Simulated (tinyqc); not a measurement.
Worked calculation: longitudinal sound in a periodic multilayer: transfer matrices, stop bands and folded phonons. Computed by tinyqc, a small Python program that keeps every step. Command: `OMP_NUM_THREADS=1 python tinyqc.py 3014453 3014454 out.jsonl multilayer walk`. One thread of a shared host (Intel(R) Xeon(R) Processor @ 2.30GHz), about 0.01 s of CPU time with the checks. Intermediate numbers are printed to about 5 digits and carried at full precision; extremes and crossings named in words are read from the listed rows.

Layers 1 and 2 repeat with period d = d_1 + d_2; waves travel normal to the layers, without loss. State vector (u, s): displacement u and stress divided by omega. Impedances Z = rho v are in 1e6 kg/(m^2 s).

Inputs (values chosen for the exercise, modelled on gallium nitride (layer 1), aluminium nitride (layer 2) and silica (substrate)): density rho_1 = 6.08 g/cm^3; velocity v_1 = 8130 m/s; thickness d_1 = 3.31 nm; density rho_2 = 3.22 g/cm^3; velocity v_2 = 10800 m/s; thickness d_2 = 4.54 nm; substrate density = 2.16 g/cm^3; substrate velocity = 5960 m/s; periods N = 4; frequency f = 991 GHz; optical wave vector q d/pi = 0.17.

## Impedances, mean velocity and Bragg frequency

Z = rho v; interface reflection r = (Z_2 - Z_1)/(Z_2 + Z_1) (stress amplitude, from 1 into 2); Bragg frequency f_B = 1/[2 (d_1/v_1 + d_2/v_2)]; long-wave velocity v_eff = d/sqrt[(d_1/v_1)^2 + (d_2/v_2)^2 + (Z_1/Z_2 + Z_2/Z_1)(d_1/v_1)(d_2/v_2)].

Z_1 = 49.4304

Z_2 = 34.776

Z of the substrate = 12.8736

interface reflection r = -0.17403

Bragg frequency f_B = 604.23 GHz

long-wave velocity v_eff = 9341.6 m/s

Caution: at these frequencies damping, strong in glasses, and rough interfaces, both left out here, can weaken the stop bands; layers only a few atoms thick are also beyond continuum acoustics.

## Transfer matrix of one period

A layer maps (u, s) by [[cos p, sin p/Z], [-Z sin p, cos p]], p = 2 pi f d_i/v_i; one period is M = M_2 M_1, and cos(q d) = trace(M)/2.

phase p_1 = 2.5351 rad

phase p_2 = 2.6175 rad

M:
```
[[0.30590, -0.021807],
 [38.693, 0.51067]]
```

trace(M)/2 = 0.40828

|trace/2| < 1: f lies in a pass band, with q d = 1.1502 rad (folded into 0 to pi).

## Transmission through N periods

For N periods A = M^N. A wave comes from a thick layer of material 1 and leaves into the substrate (Z_s): transmitted power T = 4 Z_1 Z_s/|Z_1 A_22 + Z_s A_11 - i (Z_1 Z_s A_12 - A_21)|^2, reflected power R = 1 - T.

A = M^N:
```
[[1.9317e-04, 0.023741],
 [-42.124, -0.22273]]
```

transmitted power T = 0.74941

T in decibel = -1.2528 dB

## The first stop band

Gap m contains m f_B; its edges, where trace(M)/2 = (-1)^m, are found by root search. Weak-contrast estimate of the width: (4 f_B/pi) |r sin(m pi a)|, a = (d_1/v_1)/(d_1/v_1 + d_2/v_2).

lower edge = 536.96 GHz

upper edge = 671.49 GHz

width/f_B = 22.264 %

transmitted power at f_B = 0.60856

## The first four gaps

The formulas are those given above.

Stop bands (GHz):
```
m  lower edge  upper edge   width  weak-contrast estimate
1       537.0       671.5  134.53                  133.84
2      1205.1      1211.8    6.73                    6.73
3      1745.6      1879.8  134.18                  133.51
4      2410.2      2423.6   13.43                   13.43
```

With a = 0.492, gap 1 is the widest and gap 2 the narrowest: the layers are near a quarter wave each at f_B, so the even gaps almost close. The weak-contrast estimate misses the first width by -0.5 % at |r| = 0.17. Odd gaps open at the edge of the folded zone (q = pi/d), even ones at its centre.

## Mirror strength against the number of periods

The formulas are those given above.

Transmitted power:
```
N     T at f_B  T at f_B (dB)   T at f
1      0.90340       -0.44121  0.70410
2      0.99865     -0.0058845  0.76596
3      0.86660       -0.62180  0.63969
4      0.60856        -2.1570  0.74941
6      0.20230        -6.9400  0.64623
8     0.053839        -12.689  0.67972
12   0.0033188        -24.790  0.71685
16  1.9967e-04        -36.997  0.71083
24  7.2061e-07        -61.423  0.74378
```

At f_B each further period removes 3.05 dB at large N, which is 20 log10 of the impedance ratio, 3.05 dB, as for a quarter-wave stack; 99 % reflection needs N = 12 among these rows. At f, in a pass band, T does not decay with N. Values below about 1e-6 belong to the ideal stack: roughness and scattering into other modes, left out here, set a floor in a real one.

## Folded doublet seen in light scattering

Light transfers the wave vector q. Solve trace(M)/2 = cos(q d) on the first branch (Brillouin line) and on the two branches around 2 f_B (first folded doublet); 1/cm = 29.9792458 GHz.

Brillouin line = 101.11 GHz

lower folded mode = 1107.3 GHz

upper folded mode = 1309.6 GHz

centre of the doublet = 40.310 1/cm

splitting / twice the Brillouin frequency = 1.0006

The doublet is split by about twice the Brillouin frequency, as for a folded straight line; its centre measures the period.

Checks made by the program: trace against Rytov's formula cos p_1 cos p_2 - (1/2)(Z_1/Z_2 + Z_2/Z_1) sin p_1 sin p_2 (relative difference below 1e-10).
